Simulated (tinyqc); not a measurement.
Worked calculation: RKS/B3LYP (VWN-RPA form) in the 6-31g basis, for H2, spin multiplicity 1. One step of it, computed by the program tinyqc.

Problem. Iteration 8 (converged): orbitals. Diagonalise F' = X^T F X, C = X C', fill 1 alpha and 1 beta electrons from the bottom; D = 2 C_occ C_occ^T. Each column has its largest component positive (the first on a tie).

converged F (hartree), lower triangle:
```
           1H 1s      1H 2s      2H 1s      2H 2s
1H 1s  -0.072363
1H 2s  -0.399797  -0.245295
2H 1s  -0.443734  -0.388325  -0.072363
2H 2s  -0.388325  -0.262095  -0.399797  -0.245295
```

X, lower triangle:
```
           1H 1s      1H 2s      2H 1s     2H 2s
1H 1s   1.328664
1H 2s  -0.509180   2.152917
2H 1s  -0.268220   0.098725   1.328664
2H 2s   0.098725  -1.212712  -0.509180  2.152917
```

Give: F' = X^T F X; orbital energies; coefficients C; D after iteration 8.

Solution.

F' = X^T F X (hartree), lower triangle:
```
         1        2        3       4
1   0.4979
2  -0.4794   0.2237
3  -0.4776  -0.0187   0.4979
4  -0.0187  -0.1508  -0.4794  0.2237
```

orbital energies (hartree): MO1 -0.4523, MO2 0.1249, MO3 0.5453, MO4 1.2251

coefficients C:
```
          MO1      MO2      MO3      MO4
1H 1s  0.3443   0.1599   0.7266  -1.1976
1H 2s  0.2470   1.8878  -0.6821   1.5115
2H 1s  0.3443  -0.1599   0.7266   1.1976
2H 2s  0.2470  -1.8878  -0.6821  -1.5115
```

D after iteration 8, lower triangle:
```
        1H 1s   1H 2s   2H 1s   2H 2s
1H 1s  0.2370
1H 2s  0.1701  0.1220
2H 1s  0.2370  0.1701  0.2370
2H 2s  0.1701  0.1220  0.1701  0.1220
```
